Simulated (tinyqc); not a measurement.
Deep-level transient spectroscopy: two steps of the calculation.

Schottky contact on an n-type layer with shallow donors Nd (all ionised) and a donor-like deep trap, neutral when filled and positive when empty; depletion approximation. Traps within lam of the depletion edge stay filled. A long pulse to Vp fills the traps beyond x1 = Wp - lam; back at Vr those between x1 and x2 = Wr - lam emit. A rate window reads S = C(t2) - C(t1).

Inputs (values chosen for the exercise); material values close to those of silicon: relative permittivity eps_r = 11.8; conduction-band density of states at 300 K Nc = 2.76e19 cm^-3; thermal velocity at 300 K vth = 2.3e7 cm/s; shallow donor density Nd = 4.1e15 cm^-3; built-in voltage Vbi = 0.57 V; depth of the trap below the conduction edge Et = 0.1 eV; capture cross-section sn = 1.6e-17 cm^2; trap density Nt = 2.3e14 cm^-3; reverse bias Vr = 5 V; reverse bias during the filling pulse Vp = 0 V; first sampling time t1 = 0.1 ms; second sampling time t2 = 0.5 ms; temperature of the transient T = 96 K.

Constants: q = 1.602176634e-19 C, kB = 1.380649e-23 J/K, eps0 = 8.8541878128e-14 F/cm where lengths are in cm. Results are converted to the units shown.

Task 1. Emission rate and rate window. Emission rate en = sn vth(T) Nc(T) exp(-Et/kB T) = sn g T^2 exp(-Et/kB T), g = vth Nc/(300 K)^2, as vth goes as T^0.5 and Nc as T^1.5 (degeneracy factor 1). For an exponential transient S peaks where en = ew = ln(t2/t1)/(t2 - t1).

Give: g; en; 1/en; ew.

Result 1.

g = 7.0533e21 cm^-2 s^-1 K^-2
en = 5851.8 1/s
1/en = 0.17089 ms
ew = 4023.6 1/s

Task 2. Widths. lam = sqrt(2 eps0 eps_r (EF - ET)/(q Nd)), EF - ET = Et - (kB T/q) ln(Nc(T)/Nd), Nc(T) = Nc (T/300 K)^1.5. In the steady state at the band bending V, 2 eps0 eps_r V/q = Nd W^2 + Nt (W - lam)^2 (the second term only if W > lam). V = Vbi + Vr gives Wr and V = Vbi + Vp gives Wp; x1 = max(Wp - lam, 0).

Wanted: lam; Wr; Wp; x1; x2; G = (x2^2 - x1^2)/Wr^2.

Result 2.

lam = 114.51 nm
Wr = 1301.1 nm
Wp = 419.64 nm
x1 = 305.13 nm
x2 = 1186.6 nm
G = (x2^2 - x1^2)/Wr^2 = 0.77673

Program tinyqc, `OMP_NUM_THREADS=1 python tinyqc.py 2050132 2050133 out.jsonl`; Intel Xeon 2.30GHz, shared host, one thread, about 0.01 s.
